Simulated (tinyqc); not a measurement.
Resistance of a source-drain extension with a graded tip: two steps of the calculation.

y runs along the channel, the gate covers y > 0. The doping is N0 for y < y0 and N0 10^(-(y - y0)/la) beyond, uniform over the depth xj. Sheet conductance s(y) = q mu(N) max(N - Nch, 0) xj + (for y > 0) ma Cox Vo, with mu(N) = u0 + (u1 - u0)/(1 + (N/Nr)^au) and Cox = eps0 eox/tox. Current is taken as one-dimensional; depletion of the tip, spreading and the contact are left out. The metallurgical junction lies at yj, where N = Nch.

Values chosen for this exercise; mobility law close to that of electrons in silicon:
```
symbol,value,unit,meaning
eox,3.9,,relative permittivity of the gate insulator (close to silicon dioxide)
tox,1.5,nm,insulator thickness
N0,7.6e19,cm^-3,active doping of the extension far from the gate
la,6.8,nm/decade,lateral abruptness
y0,2.3,nm,position under the gate where the fall begins (gate edge at 0)
xj,11,nm,depth of the extension
Nch,1.4e18,cm^-3,channel doping
Vo,0.89,V,gate overdrive
ma,160,cm^2/(V s),mobility of the gate-induced layer
u1,1414,cm^2/(V s),mobility at low doping
u0,68.5,cm^2/(V s),mobility at high doping
Nr,9.2e16,cm^-3,reference doping
au,0.711,,exponent
Lg,45,nm,gate length
```

Constants: q = 1.602176634e-19 C, eps0 = 8.8541878128e-14 F/cm where lengths are in cm. Results are converted to the units shown.

Task 1. Sheet resistances and junction position. yj = y0 + la log10(N0/Nch); sheet resistance of the full extension 1/[q mu(N0)(N0 - Nch) xj] and of the gate-induced layer 1/(ma Cox Vo); metallurgical length Lg - 2 yj; ye is where the doped and the gate-induced conductances are equal.

Give: yj; sheet resistance of the extension; sheet resistance of the induced layer; metallurgical length; ye; N at ye.

Result 1.

yj = 14.096 nm
sheet resistance of the extension = 953.71 ohm/square
sheet resistance of the induced layer = 3050.5 ohm/square
metallurgical length = 16.808 nm
ye = 6.1457 nm
N at ye = 2.0667e19 cm^-3

The gate takes over 7.95 nm before the junction, where N is still 14.8 times the channel doping.

Task 2. Resistance of the overlapped part. Midpoint rule on 8 equal steps from 0 to yj: R_ov = sum h/s(y), per width.

Find: y; N; doped conductance; sheet resistance; R_ov.

Result 2.

```
point   y (nm)  N (cm^-3)  doped conductance (uS)  sheet resistance (ohm/square)
0      0.88099  7.6000e19                  1048.5                         726.56
1       2.6430  6.7667e19                  942.62                         787.13
2       4.4050  3.7262e19                  550.33                         1138.8
3       6.1669  2.0519e19                  325.77                         1530.0
4       7.9289  1.1299e19                  193.83                         1917.0
5       9.6909  6.2218e18                  112.64                         2270.4
6       11.453  3.4261e18                  58.555                         2588.2
7       13.215  1.8866e18                  17.938                         2892.2
```

R_ov = 24.404 ohm um

Program tinyqc, `OMP_NUM_THREADS=1 python tinyqc.py 2282231 2282232 out.jsonl`; Intel Xeon 2.30GHz, shared host, one thread, about 0.03 s.
